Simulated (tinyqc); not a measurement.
Changing the wavelength: surface photovoltage measurement of the minority-carrier diffusion length in a wafer. Computed by tinyqc, a small Python program. Command: `OMP_NUM_THREADS=1 python tinyqc.py 3130105 3130106 out.jsonl spv sweep`. One thread of a shared host (Intel(R) Xeon(R) Processor @ 2.30GHz), about 0.01 s of CPU time with the checks.

Low injection, steady light, a depletion layer much thinner than 1/alpha and L. The excess density dn is taken at the front edge of the neutral region; light that reaches the back is lost.

Inputs (values chosen for the exercise, modelled on p-type silicon at room temperature):

| quantity | value | unit |
|---|---|---|
| diffusion length L | 150 | micrometre |
| wafer thickness W | 775 | micrometre |
| diffusivity D | 25.4 | cm^2/s |
| front recombination velocity S_f | 53000 | cm/s |
| back recombination velocity S_b | 180000 | cm/s |
| photon flux entering | 1.2e+11 | 1/(cm^2 s) |
| minority density at the surface barrier scale n_0 | 1.2e+08 | 1/cm^3 |
| temperature T | 298 | K |

Constants: k_B = 8.617333262e-05 eV/K.

Method:
- alpha = (84.732/lambda - 76.417)^2 per cm with lambda in micrometre (an empirical fit for silicon between 0.7 and 1.05 micrometre).
- Thick wafer: dn = Phi L/((S_f + D/L)(L + 1/alpha)). Finite wafer, with s = S_b L/D, w = W/L, a = alpha L: dn = [Phi a/(a^2 - 1)] [a - B - exp(-alpha W)(a - s)/(cosh w + s sinh w)]/(S_f + B D/L), B = (sinh w + s cosh w)/(cosh w + s sinh w).
- Photovoltage V = (k_B T/e) ln(1 + dn/n_0). Lifetime = L^2/D.

One run for each value:

| wavelength (nm) | dn, finite wafer (1/cm^3) | penetration depth 1/alpha (micrometre) | dn, thick wafer (1/cm^3) |
|---|---|---|---|
| 780 | 2.0616e+06 | 9.64 | 2.0616e+06 |
| 811 | 2.0228e+06 | 12.70 | 2.0228e+06 |
| 842 | 1.9700e+06 | 17.05 | 1.9701e+06 |
| 874 | 1.8944e+06 | 23.73 | 1.8944e+06 |
| 905 | 1.7909e+06 | 33.76 | 1.7909e+06 |
| 936 | 1.6435e+06 | 50.24 | 1.6436e+06 |
| 968 | 1.4250e+06 | 80.93 | 1.4252e+06 |
| 999 | 1.1278e+06 | 141.73 | 1.1281e+06 |
| 1030 | 7.4263e+05 | 292.50 | 7.4375e+05 |

Over the rows, dn, finite wafer (1/cm^3) falls from 2.06e6 to 743000 (exponent d ln y / d ln x -0.49 between the first rows and -14 between the last); penetration depth 1/alpha (micrometre) rises from 9.64 to 292 (exponent d ln y / d ln x 7.1 between the first rows and 24 between the last); dn, thick wafer (1/cm^3) falls from 2.06e6 to 744000 (exponent d ln y / d ln x -0.49 between the first rows and -14 between the last).

Extremes, crossings and ranges named in words are read from the listed rows.
